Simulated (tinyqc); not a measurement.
Hueckel theory of the pi electrons, for the molecule O=C1C=CC(=O)C=C1 (SMILES; centres numbered as the heavy atoms are written), step by step. Computed by tinyqc, a small Python program that keeps every step. Settings: charge = 0. Command: `OMP_NUM_THREADS=1 python tinyqc.py 29707 29708 out.jsonl` (the two numbers bound the seeds that draw the settings). One thread of a shared host (Intel(R) Xeon(R) Processor @ 2.60GHz), about 0.01 s of CPU time with the checks.

## The Hueckel matrix

Centres:
```
centre  z_r, pi electrons of the neutral centre         h
1O                                            1  0.960000
2C                                            1  0.000000
3C                                            1  0.000000
4C                                            1  0.000000
5C                                            1  0.000000
6O                                            1  0.960000
7C                                            1  0.000000
8C                                            1  0.000000
```

Bonds:
```
i  j  k
1  2  1
2  3  1
3  4  1
4  5  1
5  6  1
5  7  1
7  8  1
8  2  1
```

H_rr = alpha + h_r beta, H_rs = k_rs beta for bonded centres.

Hueckel matrix in units of beta (H = alpha + beta A), order 1O, 2C, 3C, 4C, 5C, 6O, 7C, 8C:
```
[[0.960000, 1.000000, 0.000000, 0.000000, 0.000000, 0.000000, 0.000000, 0.000000],
 [1.000000, 0.000000, 1.000000, 0.000000, 0.000000, 0.000000, 0.000000, 1.000000],
 [0.000000, 1.000000, 0.000000, 1.000000, 0.000000, 0.000000, 0.000000, 0.000000],
 [0.000000, 0.000000, 1.000000, 0.000000, 1.000000, 0.000000, 0.000000, 0.000000],
 [0.000000, 0.000000, 0.000000, 1.000000, 0.000000, 1.000000, 1.000000, 0.000000],
 [0.000000, 0.000000, 0.000000, 0.000000, 1.000000, 0.960000, 0.000000, 0.000000],
 [0.000000, 0.000000, 0.000000, 0.000000, 1.000000, 0.000000, 0.000000, 1.000000],
 [0.000000, 1.000000, 0.000000, 0.000000, 0.000000, 0.000000, 1.000000, 0.000000]]
```

## Orbitals

pi electrons, sum of z_r less the charge = 8

Diagonalise; E = alpha + x beta with beta < 0, so the largest x are filled first; degenerate levels share their electrons. P = sum n_i c_ri c_si; each orbital has its largest coefficient positive (the first on a tie).

x values: [2.294443, 1.840232, 1.000000, 0.973218, 0.236215, -1.000000, -1.307661, -2.116447]

occupations: [2.000000, 2.000000, 2.000000, 2.000000, 0.000000, 0.000000, 0.000000, 0.000000]

coefficients, order 1O, 2C, 3C, 4C, 5C, 6O, 7C, 8C:
```
[[0.319235, 0.504189, 0.000000, 0.579792, 0.475711, 0.000000, -0.248859, -0.139616],
 [0.426000, 0.443803, 0.000000, 0.007664, -0.344312, 0.000000, 0.564327, 0.429520],
 [0.329099, 0.156256, 0.500000, -0.286167, -0.278521, 0.500000, -0.244545, -0.384721],
 [0.329099, -0.156256, 0.500000, -0.286167, 0.278521, -0.500000, -0.244545, 0.384721],
 [0.426000, -0.443803, 0.000000, 0.007664, 0.344312, 0.000000, 0.564327, -0.429520],
 [0.319235, -0.504189, 0.000000, 0.579792, -0.475711, 0.000000, -0.248859, 0.139616],
 [0.329099, -0.156256, -0.500000, -0.286167, 0.278521, 0.500000, -0.244545, 0.384721],
 [0.329099, 0.156256, -0.500000, -0.286167, -0.278521, -0.500000, -0.244545, -0.384721]]
```

charge and bond-order matrix P, order 1O, 2C, 3C, 4C, 5C, 6O, 7C, 8C:
```
[[1.384552, 0.728397, 0.035851, -0.279279, -0.166646, 0.367725, -0.279279, 0.035851],
 [0.728397, 0.756993, 0.414701, 0.137313, -0.030853, -0.166646, 0.137313, 0.414701],
 [0.035851, 0.414701, 0.929227, 0.831564, 0.137313, -0.279279, -0.168436, -0.070773],
 [-0.279279, 0.137313, 0.831564, 0.929227, 0.414701, 0.035851, -0.070773, -0.168436],
 [-0.166646, -0.030853, 0.137313, 0.414701, 0.756993, 0.728397, 0.414701, 0.137313],
 [0.367725, -0.166646, -0.279279, 0.035851, 0.728397, 1.384552, 0.035851, -0.279279],
 [-0.279279, 0.137313, -0.168436, -0.070773, 0.414701, 0.035851, 0.929227, 0.831564],
 [0.035851, 0.414701, -0.070773, -0.168436, 0.137313, -0.279279, 0.831564, 0.929227]]
```

## Energy, charges, bond orders

E = sum n x; q_r = z_r - P_rr; bond order p = P_rs; free valence = sqrt(3) - sum of p over the bonds of the atom.

pi energy = 8 alpha + this times beta = 12.215787

pi charges: [-0.384552, 0.243007, 0.070773, 0.070773, 0.243007, -0.384552, 0.070773, 0.070773]

Bond orders and lengths from R = 1.517 - 0.180 p (angstrom, C-C alone):
```
bond         p         R
1-2   0.728397         -
2-3   0.414701  1.442354
3-4   0.831564  1.367319
4-5   0.414701  1.442354
5-6   0.728397         -
5-7   0.414701  1.442354
7-8   0.831564  1.367319
8-2   0.414701  1.442354
```

free valence of the carbons: [0.174253, 0.485787, 0.485787, 0.174253, 0.485787, 0.485787]

gap between the highest filled and the next level = 0.737003 |beta|
